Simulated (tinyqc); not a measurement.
Millisecond and nanosecond annealing: surface heating, thermal budget and solid-phase regrowth: one step, computed by the program tinyqc. Command: `OMP_NUM_THREADS=1 python tinyqc.py 3023403 3023404 out.jsonl flash walk`. One thread of a shared host (Intel(R) Xeon(R) Processor @ 2.30GHz), about 0.02 s of CPU time with the checks.

A square pulse heats the surface of a thick wafer with constant thermal properties; losses by radiation are neglected and silicon melts at 1414 C.

Question. Temperature in depth and time. Absorbed flux q = (1 - R) fluence/t_p; kappa = k/c. With f(z, t) = (2 q/k) sqrt(kappa t) ierfc(z/(2 sqrt(kappa t))), ierfc(x) = exp(-x^2)/sqrt(pi) - x erfc(x): T = T0 + f(z, t) during the pulse and T0 + f(z, t) - f(z, t - t_p) after it.

Inputs (values chosen for the exercise, modelled on hot silicon with arsenic):
```
quantity                      value        unit
incident fluence              0.648      J/cm^2
pulse length t_p            1.7e-07           s
reflectance R                  0.42           -
thermal conductivity k         0.29    W/(cm K)
heat capacity per volume c     2.32  J/(cm^3 K)
preheat temperature T0           25           C
```

Source: pulsed laser.

thermal length sqrt(kappa t_p) = 1.457738 um

Give: Temperature (C).

Answer.

Temperature (C):
```
t/t_p  surface  z = 0.5 thermal lengths  z = 1  z = 2
0.10       422                     90.8   29.4   25.0
0.25       652                    246.9   80.8   26.1
0.50       912                    464.6  210.2   43.9
0.75      1111                    644.6  342.8   83.5
1.00      1279                    800.9  468.7  136.7
1.10       944                    792.7  512.6  160.3
1.50       674                    629.1  513.4  243.0
2.00       544                    522.0  460.5  283.7
4.00       361                    355.0  337.6  276.8
10.00      228                    227.2  223.2  208.1
```

One tenth of a pulse length after the end the surface has lost 335 C: cooling starts as sqrt(t - t_p), much faster than heating ends. Caution: cold silicon conducts heat several times better than the constant k used here, so the real melting fluence is higher.
